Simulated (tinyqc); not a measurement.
Two-band k.p model of the Delta valleys near the X point under shear strain, step by step. Values are carried at full precision from step to step, so a last printed digit may differ when a step is redone from the rounded ones.

Constants: hbar^2/2m0 = 3.80998211 eV angstrom^2.

Values chosen for the exercise (near those of Si; the results hold for these values, not for the real material): a = 5.433 angstrom (lattice constant); ml = 0.91 m0 (longitudinal mass); mt = 0.193 m0 (transverse mass); kx0 = 0.145 2 pi/a (distance of the minimum from X); D = 14.9 eV (shear deformation potential); Mp = 0.237 m0 (coupling mass); exy = 0.0061 (shear strain); k = (0, 0.026, 0.037) 1/angstrom (wave vector from X).

## Scales

k0 = kx0 2 pi/a; Delta = 2 c k0^2/ml with c = hbar^2/2m0, half the splitting of the two bands at k0; eta = D exy/Delta measures the shear coupling against it.

k0 = 0.16769 1/angstrom
Delta = 0.23547 eV
eta = 0.3860
splitting of the two bands at X, 2 |D exy| = 0.1818 eV

## The Hamiltonian at one k

Valley pair on the [001] axis, kz counted from the X point, c = hbar^2/2m0, k0 = kx0 2 pi/a. H = (c kz^2/ml + c (kx^2 + ky^2)/mt + c k0^2/ml) 1 + (2 c k0 kz/ml) sigma_z + (D exy - 2 c kx ky/Mp) sigma_x, so E = c kz^2/ml + c (kx^2 + ky^2)/mt + c k0^2/ml -/+ sqrt((2 c k0 kz/ml)^2 + (D exy - 2 c kx ky/Mp)^2). Without strain the lower band has its minima, E = 0, at kz = +/- k0. Shifts from diagonal strain are left out.

Fill in the 2 x 2 matrix (sigma_z diagonal) and give its levels.

H(k) (eV):
```
[[0.1888, 0.0909],
 [0.0909, 0.0849]]
```

levels (eV): [0.0321, 0.2415]

## Position, depth and masses of the minimum

For |eta| < 1: k_min = k0 sqrt(1 - eta^2), E_min = -Delta eta^2/2, ml(eta) = ml/(1 - eta^2), 1/m[110] = 1/mt + eta/Mp, 1/m[1-10] = 1/mt - eta/Mp. For |eta| > 1 the minimum sits at X: E_min = -Delta (2 |eta| - 1)/2, ml(eta) = ml/(1 - 1/|eta|), and eta is replaced by its sign in the transverse masses.

k_min = 0.1547 1/angstrom
E_min = -17.54 meV
ml(eta) = 1.069 m0

masses along [110] and [1-10] (m0): [0.1468, 0.2815]

The minimum has moved 7.8 % of the way to X; electrons are lighter along [110] (-23.9 % against mt) and heavier across (+45.8 %).

## The two bands along kz

kx = ky = 0, kz from 0 to 1.6 k0 in steps of 0.2 k0, with and without the strain.

Levels (eV):
```
kz/k0  kz (1/angstrom)    lower   upper  lower, no strain  upper, no strain
0.0             0.0000   0.0268  0.2086            0.1177            0.1177
0.2             0.0335   0.0201  0.2248            0.0753            0.1695
0.4             0.0671   0.0057  0.2675            0.0424            0.2308
0.6             0.1006  -0.0079  0.3281            0.0188            0.3014
0.8             0.1342  -0.0161  0.4022            0.0047            0.3815
1.0             0.1677  -0.0169  0.4879            0.0000            0.4709
1.2             0.2012  -0.0095  0.5841            0.0047            0.5698
1.4             0.2348   0.0065  0.6904            0.0188            0.6781
1.6             0.2683   0.0316  0.8067            0.0424            0.7959
```

## Checks

- Depth of the minimum by numerical search against the closed form (eV): both -0.017542.
- Mass along [110] by finite differences against the closed form: both 0.1468.

Computed by tinyqc, a small Python program: `OMP_NUM_THREADS=1 python tinyqc.py 1080346 1080347 out.jsonl` (the numbers bound the seed that draws the inputs); one thread of a shared host (Intel(R) Xeon(R) Processor @ 2.30GHz), about 0.01 s for the whole set of steps.
